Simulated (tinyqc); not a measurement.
G0W0 on RHF in the sto-3g basis, for H6, spin multiplicity 1, step by step (part 2 of 2). Computed by tinyqc, a small Python program that keeps every step (integrals from PySCF). Command: `OMP_NUM_THREADS=1 python tinyqc.py 24989 24990 out.jsonl` (the two numbers bound the seeds that draw the settings). One thread of a shared host (Intel(R) Xeon(R) Processor @ 2.60GHz), about 0.09 s of CPU time with the checks.

Geometry (angstrom):

| atom | x | y | z |
|---|---|---|---|
| H | 0.000000 | 0.000000 | 0.000000 |
| H | 0.000000 | 0.000000 | 0.806000 |
| H | 0.000000 | 0.000000 | 2.055000 |
| H | 0.000000 | 0.000000 | 2.861000 |
| H | 0.000000 | 0.000000 | 4.109000 |
| H | 0.000000 | 0.000000 | 4.916000 |

## G0W0 on Hartree-Fock: LUMO

orbital energies (hartree): MO1 -0.668397, MO2 -0.572956, MO3 -0.447546, MO4 0.397783, MO5 0.698517, MO6 1.065856

excitation energies w (hartree): 0.953247  1.031853  1.151304  1.284154  1.397787  1.452514  1.731120  1.771369  1.891147

X + Y:
```
             1          2          3          4          5          6          7          8
1>4  -0.135065   0.000722   0.900817   0.001254   0.143600   0.000260  -0.201612   0.001457
1>5  -0.000096  -0.094064  -0.000504   0.385833  -0.002741   0.848960   0.001485   0.259981
1>6   0.096326   0.000089   0.108516   0.000301  -0.178564  -0.000661  -0.257905   0.002358
2>4  -0.001819   0.882621  -0.000247  -0.298768  -0.000297   0.150422   0.001105   0.104672
2>5   0.185173  -0.000069  -0.246551  -0.000622   0.829623   0.002343  -0.343085   0.002958
2>6  -0.000139  -0.039017  -0.000366   0.119344   0.000301  -0.383650   0.006133   0.890631
3>4   0.918646   0.001413   0.126406  -0.000665  -0.097023   0.000108   0.014519   0.000117
3>5   0.000553   0.427178  -0.001748   0.807652   0.000596  -0.234700  -0.001675  -0.150448
3>6   0.044231  -0.000048   0.226751   0.001502   0.435339   0.001117   0.786109  -0.004875

             9
1>4  -0.090073
1>5  -0.000210
1>6   0.905943
2>4   0.000209
2>5   0.039506
2>6  -0.000735
3>4  -0.068803
3>5  -0.000221
3>6   0.249381
```

Given earlier and not repeated: Two-electron integrals over orbitals (pq|rs).

W(p,q,m) = sqrt2 sum_ia (pq|ia) (X+Y)_ia,m; Sigma_c(x) = sum_(i,m) W^2/(x - e_i + w_m) + sum_(a,m) W^2/(x - e_a - w_m); solve x = e_p + Sigma_c(x) by Newton steps; Z = 1/(1 - dSigma/dx); 1 hartree = 27.211386 eV.

The 12 largest terms at x = e_p (hartree; W for the signs of X + Y given):

| q | m | W | term |
|---|---|---|---|
| 1 | 7 | -0.124355 | 0.005528 |
| 5 | 1 | 0.077532 | -0.004794 |
| 6 | 4 | 0.095893 | -0.004710 |
| 3 | 1 | 0.074576 | 0.003092 |
| 2 | 4 | -0.076901 | 0.002623 |
| 2 | 8 | 0.083695 | 0.002555 |
| 3 | 9 | -0.082354 | 0.002478 |
| 1 | 9 | -0.072871 | 0.001796 |
| 2 | 6 | 0.063960 | 0.001688 |
| 1 | 3 | 0.056387 | 0.001434 |
| 4 | 4 | -0.038428 | -0.001150 |
| 3 | 5 | -0.050287 | 0.001127 |

Newton steps (hartree):

| step | x | Sigma_c(x) | Z |
|---|---|---|---|
| 0 | 0.397783 | 0.012013 | 0.982016 |
| 1 | 0.409580 | 0.011796 | 0.981982 |
| 2 | 0.409580 | 0.011796 | 0.981982 |

quasiparticle energy of the LUMO = 11.145230 eV

Hartree-Fock value = 10.824235 eV
